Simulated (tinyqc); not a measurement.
Power iteration on a symmetric matrix, step by step. One step of it, computed by the program tinyqc.

Question. Step 3. w = (A - shift) v; v' = w/|w| with its largest component positive (the first on a tie); lambda = v'^T A v'.

A, lower triangle:
```
           1          2          3          4          5         6
1   0.257000
2  -0.481000   0.936000
3   0.011000   0.113000   1.293000
4   0.111000  -0.173000  -0.190000   2.340000
5   0.114000  -0.330000  -0.827000  -1.173000   2.477000
6   0.154000  -0.197000   0.229000   0.412000  -0.015000  2.563000
```

vector after step 2: 0.160448  -0.076774  0.109717  0.447461  -0.221020  0.840984

shift = 0.650000

Give: vector after step 3; Rayleigh quotient after step 3.

Answer.

vector after step 3: 0.050  -0.101  0.138  0.537  -0.387  0.728

Rayleigh quotient after step 3 = 3.400
